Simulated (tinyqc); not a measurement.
RKS/BP86 in the 3-21g basis, for H2, spin multiplicity 1, step by step. One step of it, computed by the program tinyqc.

Task: Orthogonalisation. S = U s U^T; symmetric (Loewdin) form X = U s^(-1/2) U^T, so that X^T S X = 1.

overlap S, lower triangle:
```
          1H 1s     1H 2s     2H 1s     2H 2s
1H 1s  1.000000
1H 2s  0.645899  1.000000
2H 1s  0.390278  0.474734  1.000000
2H 2s  0.474734  0.829898  0.645899  1.000000
```

Give: eigenvalues of S; X.

Result:

eigenvalues of S: 0.1113  0.4681  0.6685  2.7521

X, lower triangle:
```
         1H 1s    1H 2s    2H 1s   2H 2s
1H 1s   1.2625
1H 2s  -0.4832   1.8798
2H 1s  -0.1477   0.0618   1.2625
2H 2s   0.0618  -0.9302  -0.4832  1.8798
```
